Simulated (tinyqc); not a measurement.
Gain factor and gap resistance from two string resistances.

Problem. At small bit-line voltage each of the 96 cells has the resistance 1/(K x) at overdrive x (no mobility reduction) in series with a gap resistance Rg. Find K, Rg and the share of the gaps at the higher overdrive.

resistance of a string of 96 equal cells at overdrives of 3.5 and 9 V (kohm): 1381.1532  619.24848

Answer. The resistance per cell is a straight line in 1/x with slope 1/K and intercept Rg.

K = 22.00 uA/V^2
Rg = 1.400 kohm
share of the gaps = 21.70 %

Computed by the program tinyqc: `OMP_NUM_THREADS=1 python tinyqc.py 2142034 2142035 out.jsonl`, one thread of a shared Intel Xeon 2.30GHz, about 0.7 s for the whole run.
